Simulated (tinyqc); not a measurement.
Undoped gate-all-around wire MOSFET, analytic charge model: one step of the calculation.

An undoped round wire of radius R under an insulator shell and a surrounding gate; long channel, electrons only, n = ni exp((psi - V)/Vt) with V the quasi-Fermi potential (0 at the source, Vd at the drain), constant mobility, no quantisation. The radial Poisson equation gives n(r) = n(0)/(1 - (1 - b) r^2/R^2)^2 with b = Q0/(Q + Q0). Q is the electron charge per area of the wire surface.

Task. Drain current and line charge. Q solves Vg - V0 - V = Q/Cox + Vt ln(Q/Q0) + Vt ln(1 + Q/Q0). I = mu (2 pi R/L)[2 Vt (Qs - Qd) + (Qs^2 - Qd^2)/(2 Cox) + Vt Q0 ln((Qd + Q0)/(Qs + Q0))], with Qs at V = 0 and Qd at V = Vd. Electrons per length at the source: 2 pi R Qs/q; surface over centre density: (1 + Qs/Q0)^2.

Inputs (values chosen for the exercise); material values close to those of silicon:
```
symbol  value        unit           meaning
T         273           K       temperature
R           4          nm       wire radius
mu        590  cm^2/(V s)  channel mobility
L         0.5          um       gate length
Vd        0.8           V     drain voltage
```

Constants: q = 1.602176634e-19 C, kB = 1.380649e-23 J/K, Vt = kB T/q. Results are converted to the units shown.

Qs = 965.00577 nC/cm^2
Qd = 1.3061349e-6 nC/cm^2
Cox = 3.4268299 uF/cm^2
Q0 = 239.54224 nC/cm^2

Find: first term; second term; third term; I; electrons per length; surface over centre density.

Result.

first term = 1.347 uA
second term = 4.030 uA
third term = -0.2699 uA
I = 5.106 uA
electrons per length = 1.514 1/nm
surface over centre density = 25.29

The square-law term makes up 78.9 % of the current.

Program tinyqc, `OMP_NUM_THREADS=1 python tinyqc.py 2460044 2460045 out.jsonl`; Intel Xeon 2.30GHz, shared host, one thread, about 0.02 s.
